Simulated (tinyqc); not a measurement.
Worked calculation: UHF in the sto-6g basis, for H4, spin multiplicity 3. One step of it, computed by the program tinyqc.

Task: Iteration 1: building the Fock matrix. J_ij = sum D_kl (ij|kl) with D = D(alpha) + D(beta), K_ij = sum D_kl (ik|jl) for each spin; F = H + J - K(s); E = tr D H + tr D J / 2 - 0.5 sum_s tr D(s) K(s) + E_nn.

D(alpha) at the start, lower triangle:
```
           1H 1s      2H 1s      3H 1s     4H 1s
1H 1s   0.729190
2H 1s  -0.176511   0.966543
3H 1s  -0.556237   0.379742   0.839413
4H 1s  -0.046008  -0.023758  -0.639915  1.270289
```

D(beta) at the start, lower triangle:
```
           1H 1s     2H 1s     3H 1s     4H 1s
1H 1s   0.052394
2H 1s  -0.224300  0.960236
3H 1s  -0.088760  0.379984  0.150367
4H 1s  -0.009292  0.039778  0.015741  0.001648
```

core Hamiltonian H = T + V (hartree), lower triangle:
```
           1H 1s      2H 1s      3H 1s      4H 1s
1H 1s  -1.393269
2H 1s  -0.834562  -1.393269
3H 1s  -0.127855  -0.090534  -1.393269
4H 1s  -0.090534  -0.127855  -0.834562  -1.393269
```

Two-electron integrals (ij|kl) in chemists' order, unique and non-zero (hartree):
```
(11|11) 0.774999   (21|11) 0.283131   (21|21) 0.135050   (22|11) 0.459247
(22|21) 0.283131   (22|22) 0.774999   (31|11) 0.030045   (31|21) 0.012476
(31|22) 0.023074   (31|31) 0.002354   (32|11) 0.017729   (32|21) 0.008771
(32|22) 0.019205   (32|31) 0.001454   (32|32) 0.001031   (33|11) 0.227360
(33|21) 0.102141   (33|22) 0.207035   (33|31) 0.030045   (33|32) 0.019205
(33|33) 0.774999   (41|11) 0.019205   (41|21) 0.008771   (41|22) 0.017729
(41|31) 0.001454   (41|32) 0.001013   (41|33) 0.017729   (41|41) 0.001031
(42|11) 0.023074   (42|21) 0.012476   (42|22) 0.030045   (42|31) 0.001827
(42|32) 0.001454   (42|33) 0.023074   (42|41) 0.001454   (42|42) 0.002354
(43|11) 0.102141   (43|21) 0.048154   (43|22) 0.102141   (43|31) 0.012476
(43|32) 0.008771   (43|33) 0.283131   (43|41) 0.008771   (43|42) 0.012476
(43|43) 0.135050   (44|11) 0.207035   (44|21) 0.102141   (44|22) 0.227360
(44|31) 0.023074   (44|32) 0.017729   (44|33) 0.459247   (44|41) 0.019205
(44|42) 0.030045   (44|43) 0.283131   (44|44) 0.774999
```

nuclear repulsion = 1.86885449 hartree

Give: Coulomb J; exchange K(alpha); exchange K(beta); F(alpha); F(beta); total energy of this density.

Result:

Coulomb J (hartree), lower triangle:
```
        1H 1s   2H 1s   3H 1s   4H 1s
1H 1s  1.6113
2H 1s  0.8261  1.9902
3H 1s  0.1005  0.0741  1.4817
4H 1s  0.0728  0.1112  0.7065  1.6009
```

exchange K(alpha) (hartree), lower triangle:
```
         1H 1s   2H 1s   3H 1s   4H 1s
1H 1s   0.5710
2H 1s   0.3696  0.7518
3H 1s  -0.0523  0.0503  0.4415
4H 1s  -0.0157  0.0581  0.2121  0.7345
```

exchange K(beta) (hartree), lower triangle:
```
        1H 1s   2H 1s   3H 1s   4H 1s
1H 1s  0.0482
2H 1s  0.1640  0.6396
3H 1s  0.0282  0.0889  0.1359
4H 1s  0.0202  0.0676  0.0636  0.0421
```

F(alpha) (hartree), lower triangle:
```
         1H 1s    2H 1s    3H 1s    4H 1s
1H 1s  -0.3530
2H 1s  -0.3780  -0.1549
3H 1s   0.0249  -0.0667  -0.3531
4H 1s  -0.0020  -0.0748  -0.3402  -0.5269
```

F(beta) (hartree), lower triangle:
```
         1H 1s    2H 1s    3H 1s   4H 1s
1H 1s   0.1699
2H 1s  -0.1724  -0.0427
3H 1s  -0.0555  -0.1054  -0.0474
4H 1s  -0.0380  -0.0842  -0.1916  0.1655
```

total energy of this density = -1.182655 hartree
